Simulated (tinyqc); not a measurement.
Phonon transmission through an interface between two chains by Green functions: one step, computed by the program tinyqc.

Two semi-infinite chains (masses m_1, m_2; springs k_1, k_2), motion along the chain. The central region holds the end atom of each chain, joined by springs k_b. lambda = omega^2 in eV/(angstrom^2 u); nu = 15.6333042 THz x sqrt(lambda).

Task: Band tops and impedances. nu_max = 15.6333042 THz x 2 sqrt(k/m); impedance Z = sqrt(k m); long-wave transmission 4 Z_1 Z_2/(Z_1 + Z_2)^2; the probe frequency is the given share of the lower band top.

Inputs (values chosen for the exercise, for two model chains):
```
quantity,value,unit
mass m_1,65.8,u
spring k_1,7.84,eV/angstrom^2
mass m_2,34.2,u
spring k_2,9.49,eV/angstrom^2
probe frequency / lower band top,0.52,-
```

Atoms in the interlayer: none.

Constants: nu for 1 eV/(angstrom^2 u) = 15.6333042 THz.

Give: band top of chain 1; band top of chain 2; Z_1; Z_2; long-wave transmission; probe frequency.

Result:

band top of chain 1 = 10.79 THz

band top of chain 2 = 16.47 THz

Z_1 = 22.71 sqrt(eV u)/angstrom

Z_2 = 18.02 sqrt(eV u)/angstrom

long-wave transmission = 0.9867

probe frequency = 5.612 THz
